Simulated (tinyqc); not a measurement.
Recursion (Haydock) method for the local density of states: surface site of a square lattice: one step. The continued fraction at one energy.

One orbital a site at energy 0, hopping -t to the 4 nearest neighbours of a square lattice; the start u0 is a site in the outermost layer of a half crystal, with energy V. Recursion: a_n = <u_n|H|u_n>, b_(n+1) u_(n+1) = (H - a_n) u_n - b_n u_(n-1), b > 0. G(z) = 1/(z - a0 - b1^2/(z - a1 - b2^2/(...))), z = E + i eta. After n levels the tail is b_n^2 T with the square-root terminator T = (z - sqrt(z - 2b) sqrt(z + 2b))/(2 b^2), b = 2t so that the band edges lie at -/+ 4t.

Inputs chosen for the exercise: t = 1.04 eV (hopping); E = -1.51 eV (energy); eta = 0.052 eV (broadening).

Coefficients:
```
n  a_n (eV)  b_(n+1) (eV)  b_(n+1)^2/t^2
0  0.000000     1.8013328       3.000000
1  0.000000     1.9914484       3.666667
2  0.000000     2.0240973       3.787879
3  0.000000     2.0489464       3.881455
4  0.000000     2.0563732       3.909644
```

Problem. Start from the terminator and work up: G_i = 1/(z - a_i - S_i), S_i = b_(i+1)^2 G_(i+1), with T in place of G_n. The density is -Im G_0/pi.

Give: Levels of the fraction; local density of states.

Solution.

Levels of the fraction:
```
i         S_i (eV)       G_i (1/eV)
4  -0.7280-1.8691i  -0.1818-0.4465i
3  -0.7630-1.8747i  -0.1749-0.4512i
2  -0.7167-1.8486i  -0.1870-0.4481i
1  -0.7417-1.7770i  -0.1952-0.4647i
0  -0.6334-1.5080i  -0.2738-0.4872i
```

local density of states = 0.1551 1/eV

A direct sum over the zone gives 0.1549 1/eV at the same z; 5 levels miss it by +0.1 %.

Computed by tinyqc, a small Python program: `OMP_NUM_THREADS=1 python tinyqc.py 1481835 1481836 out.jsonl` (the numbers bound the seed that draws the inputs); one thread of a shared host (Intel(R) Xeon(R) Processor @ 2.30GHz), about 0.01 s for the whole set of steps.
